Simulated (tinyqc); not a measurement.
## Gate work function from the charge

Inverse problem. For an undoped double gate, Q = 8 eps0 eps_r Vt beta tan(beta)/ts with 0 < beta < pi/2, and at the source (Vg - dphi)/(2 Vt) - ln[(2/ts) sqrt(2 eps0 eps_r Vt/(q ni))] = ln(beta) - ln(cos beta) + 2 r beta tan(beta), r = eps_r tox/(eox ts). Find beta and dphi.

Values chosen for this exercise; material values close to those of silicon:
- T = 300 K (temperature)
- eps_r = 11.7 (relative permittivity of the semiconductor)
- eox = 7.48 (relative permittivity of the gate insulator)
- tox = 4.6 nm (insulator thickness)
- ts = 8 nm (body thickness)
- Vg = 0.92 V (gate voltage)

Constants: q = 1.602176634e-19 C, kB = 1.380649e-23 J/K, Vt = kB T/q, eps0 = 8.8541878128e-14 F/cm where lengths are in cm. Results are converted to the units shown.

Qs = 733.97059 nC/cm^2
ni = 8.7659448e9 cm^-3

Solution. beta tan(beta) rises from 0 without bound on the interval, so the charge fixes beta; the second relation is then explicit in dphi. At this charge the surface density passes 0.3 Nc, so the classical Boltzmann model is only formal.

beta = 1.17
dphi = 0.110 V

tinyqc, about 0.01 s, one thread, Intel Xeon 2.30GHz (shared host): `OMP_NUM_THREADS=1 python tinyqc.py 2440031 2440032 out.jsonl`
